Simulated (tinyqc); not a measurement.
Optical gain and spontaneous emission in a bulk direct-gap semiconductor: sweeps and comparisons. A value that a table varies takes the place of the one given here.

Parabolic bands, vertical transitions, no excitons. For each hole band j: mr = me mj/(me + mj); joint density of states J_j(E) = (mr/c)^(3/2) sqrt(E - Eg)/(2 pi^2), both spins, c = hbar^2/2m0; averaged matrix element |e.p|^2 = m0 Ep/6; alpha_j(E) = 4 pi^2 alpha_f c Ep J_j/(3 nr E) in 1/angstrom (alpha_f the fine-structure constant, listed as alpha among the constants), times 1e8 for 1/cm.

F_j(eta) = (1/Gamma(j + 1)) integral_0^infinity x^j dx/(1 + exp(x - eta)), which tends to exp(eta) for eta << 0.

Quasi-Fermi levels: n = Nc F_1/2(Fc/kT) and p = Nv F_1/2(Fv/kT), Fc counted up from the conduction edge and Fv down from the valence edge; Nc, Nv from N = 2 (m kB T/(4 pi c))^(3/2) with c = hbar^2/2m0, in 1/angstrom^3; times 1e24 for 1/cm^3, with me and (mhh^(3/2) + mlh^(3/2))^(2/3).

For band j the electron sits at Ee = (E - Eg) mr/me above its edge and the hole at Eh = (E - Eg) mr/mj; fe = 1/(1 + exp((Ee - Fc)/kT)), fh = 1/(1 + exp((Eh - Fv)/kT)); gain g = sum_j alpha_j (fe + fh - 1).

Spontaneous rate: R = integral of (nr E/(hbar c))^2/(pi^2 hbar) sum_j alpha_j fe fh dE, with alpha in 1/cm and (nr E/(hbar c))^2 in 1/cm^2 (1e16 per 1/angstrom^2); B = R/(n p); lifetime n/R.

Constants: hbar^2/2m0 = 3.80998211 eV angstrom^2; fine-structure constant alpha = 0.007297352564; kB = 8.617333262e-05 eV/K; hbar = 6.58211957e-16 eV s; hbar c = 1973.269805 eV angstrom.

Values chosen for the exercise (near those of GaAs; shifted at random, so the results belong to these values and not to a real crystal):
- Eg = 1.421 eV (direct gap)
- me = 0.0676 m0 (electron mass)
- mhh = 0.517 m0 (heavy-hole mass)
- mlh = 0.0855 m0 (light-hole mass)
- Ep = 25.1 eV (Kane energy)
- nr = 3.65 (refractive index)
- T = 400 K
- n = 4.9e+18 1/cm^3 (injected density, n = p)

## Peak gain against injection

The peak is the largest g over E; a dash marks no gain.

Gain:
```
n (1/cm^3),Fc (eV),Fv (eV),peak gain (1/cm),peak E - Eg (eV),B (cm^3/s)
9.7e+17,0.0294,-0.0944,-,-,1.42e-10
1.6e+18,0.0574,-0.0766,-,-,1.33e-10
2.2e+18,0.0784,-0.0652,45,0.0045,1.26e-10
2.7e+18,0.0936,-0.0577,196,0.0129,1.20e-10
3.5e+18,0.1154,-0.0481,477,0.0256,1.13e-10
4.5e+18,0.1397,-0.0387,827,0.0401,1.05e-10
5.8e+18,0.1681,-0.0289,1248,0.0568,9.64e-11
7.8e+18,0.2073,-0.0171,1815,0.0786,8.63e-11
```

transparency density (Fc + Fv = 0) = 1.94e+18 1/cm^3

How do the results move?

Gain starts at 1.94e+18 1/cm^3, where Fc = -Fv = 0.0697 eV: with Nv/Nc = 23 the electrons must be degenerate before the holes are. The slope of peak gain against n is 3.02e-16 cm^2 between the first two rows with gain and 2.83e-16 between the last two; the peak moves from 0.0045 to 0.0786 eV above the gap as the bands fill, and B falls by a factor 1.64. Line broadening and gap shrinkage are left out.

## Gain spectrum

At the density n.

Spectrum:
```
E - Eg (eV),"alpha, empty (1/cm)","fe, heavy","fh, heavy",g (1/cm)
0.005,1866,0.985,0.260,452
0.010,2629,0.983,0.257,617
0.020,3693,0.978,0.251,808
0.030,4491,0.972,0.244,909
0.045,5444,0.959,0.235,961
0.060,6223,0.941,0.226,920
0.080,7090,0.906,0.215,728
0.100,7823,0.852,0.204,361
0.130,8747,0.727,0.188,-599
0.170,9751,0.488,0.168,-2667
0.220,10754,0.209,0.146,-5693
```

Fc + Fv = 0.1133 eV

What can be read from the table?

g is positive below E - Eg = 0.1133 eV; the largest value listed is 961 1/cm at 0.045 eV. At 0.220 eV above the gap g is -0.53 times the absorption of the empty crystal, whose limit is -1.

## Transparency density and B against temperature

Eg is held fixed; B is taken at n = 1e15 1/cm^3.

Results:
```
T (K),transparency density (1/cm^3),Fc/kT there,B (cm^3/s)
100,2.42e+17,2.022,1.24e-09
150,4.45e+17,2.022,6.77e-10
200,6.86e+17,2.022,4.42e-10
250,9.58e+17,2.022,3.18e-10
300,1.26e+18,2.022,2.43e-10
350,1.59e+18,2.022,1.93e-10
400,1.94e+18,2.022,1.59e-10
500,2.71e+18,2.022,1.15e-10
```

How do the results move?

Fc/kT at transparency stays at 2.022, since it depends on Nv/Nc alone, so the density goes as T^1.50. B goes as T^-1.48, against T^-1.5 for non-degenerate carriers: hot carriers spread over k and fewer pairs share a wave vector.

## What moves transparency and gain

Transparency is Fc + Fv = 0; the peak is the largest g over E at the density n (0 if none). Each row changes one parameter from the base and keeps the others.

Results:
```
case,transparency density (1/cm^3),Fc + Fv (eV),peak gain (1/cm)
base,1.94e+18,0.1133,961
me = 0.0777 m0,2.22e+18,0.0919,956
mhh = 0.31 m0,1.50e+18,0.1412,1678
Ep = 27.6 eV,1.94e+18,0.1133,1057
T = 440 K,2.24e+18,0.1022,774
n = 6.37e+18 1/cm^3,1.94e+18,0.1545,1419
nr = 3.83,1.94e+18,0.1133,916
```

What can be read from the table?

The largest shifts from the base row, up to three for each result and ties (the steps differ in size, so this ranks the rows, not the parameters). transparency density (1/cm^3): mhh -4.36e+17, T +2.98e+17, me +2.80e+17; unchanged at the printed digits by Ep, n and nr. Fc + Fv (eV): n +0.0412, mhh +0.0279, me -0.0214; unchanged at the printed digits by Ep and nr. peak gain (1/cm): mhh +717, n +458, T -186.

Program tinyqc; command `OMP_NUM_THREADS=1 python tinyqc.py 1652447 1652448 out.jsonl`; about 0.08 s on one thread of a shared Intel(R) Xeon(R) Processor @ 2.30GHz.
